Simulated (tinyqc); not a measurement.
From results back to parameters: band-to-band tunnelling across a p-n junction in a two-band chain. Three cases, with inputs chosen for the exercise.

Problem. In a uniform field T = exp(-B/F), B = (pi/4) sqrt(m/c) Eg^(3/2), c = hbar^2/2m0, 1 V/angstrom = 100 MV/cm. m is the band-edge mass, the same for both bands (twice the reduced mass). The ratio below comes from a hidden m.

Constants: hbar^2/2m0 = 3.80998211 eV angstrom^2.

Case 1.

Values chosen (out of a larger set: gap and mass near those of GaAs; not measured data): Eg = 1.475 eV (gap); F1 = 0.9 MV/cm (first field); F2 = 2.64 MV/cm (second field).

ln(T2/T1) = 14.484941

Case 2.

Values chosen (out of a larger set: gap and mass near those of InAs; not measured data): Eg = 0.348 eV (gap); F1 = 1.38 MV/cm (first field); F2 = 2.66 MV/cm (second field).

ln(T2/T1) = 0.456335

Case 3.

Values chosen (out of a larger set: gap and mass near those of InSb; not measured data): Eg = 0.174 eV (gap); F1 = 1.34 MV/cm (first field); F2 = 2.89 MV/cm (second field).

ln(T2/T1) = 0.135815

Find: B; m.

Solution. B is the logarithm over 1/F1 - 1/F2, and m = c (4B/pi)^2/Eg^3 with B in V/angstrom.

Case 1.

B = 19.779 MV/cm
m = 0.0753 m0

Case 2.

B = 1.309 MV/cm
m = 0.0251 m0

Case 3.

B = 0.339 MV/cm
m = 0.0135 m0

Computed by tinyqc, one run a case: `OMP_NUM_THREADS=1 python tinyqc.py N N+1 out.jsonl` with N = 1482121, 1482143, 1482188; one thread of a shared Intel(R) Xeon(R) Processor @ 2.30GHz, about 0.01 s a run at most.
